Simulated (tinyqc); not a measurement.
Ways to converge the cycle: SCF convergence aids in the sto-6g basis, for HeH+, spin multiplicity 1. Computed by the program tinyqc with PySCF. 

Geometry (angstrom):
```
atom,x,y,z
He,0.0000,0.0000,0.0000
H,0.0000,0.0000,1.3350
```

lowest restricted solution found by these runs and by PySCF = -2.868038 hartree

RHF with one setting changed at a time; a run stops when the energy changes by less than 1e-09 hartree and the error matrix is below 1e-5. The start is the core Hamiltonian. Damping d keeps d of the old density; a shift (hartree) raises the virtual levels; DIIS n extrapolates F over n matrices.

Largest element of the error matrix X^T (FDS - SDF) X:
```
iteration,plain,damping 0.3,damping 0.6,shift 0.4,DIIS 3,DIIS 8
1,1.6e-01,1.6e-01,1.6e-01,1.6e-01,1.6e-01,1.6e-01
2,5.6e-02,8.9e-02,1.2e-01,9.2e-02,5.6e-02,5.6e-02
3,1.6e-02,4.7e-02,8.9e-02,4.8e-02,4.3e-03,4.3e-03
4,4.3e-03,2.4e-02,6.5e-02,2.4e-02,9.4e-04,9.4e-04
5,1.1e-03,1.2e-02,4.7e-02,1.2e-02,6.0e-05,5.3e-04
6,3.0e-04,5.8e-03,3.4e-02,5.9e-03,4.8e-07,3.6e-04
8,2.1e-05,1.4e-03,1.8e-02,1.4e-03,-,2.2e-04
10,-,3.3e-04,9.0e-03,3.3e-04,-,2.3e-05
14,-,1.8e-05,2.3e-03,1.8e-05,-,-
20,-,-,2.8e-04,-,-,-
30,-,-,8.7e-06,-,-,-
```

How each run ends:
```
run,iterations,E (hartree),state
plain,9,-2.86804,lowest found
damping 0.3,17,-2.86804,lowest found
damping 0.6,35,-2.86804,lowest found
shift 0.4,15,-2.86804,lowest found
DIIS 3,7,-2.86804,lowest found
DIIS 8,11,-2.86804,lowest found
```

6 of 6 runs reach the lowest restricted solution found, in 7 to 35 iterations (fastest: DIIS 3). Plain steps already contract here, so damping only slows them. DIIS 3 gains by cancelling the error over several earlier matrices, much as a quasi-Newton step does. DIIS minimises the error, not the energy, so it can stall or settle near a saddle, and its small system turns near-singular when few rotations are active.
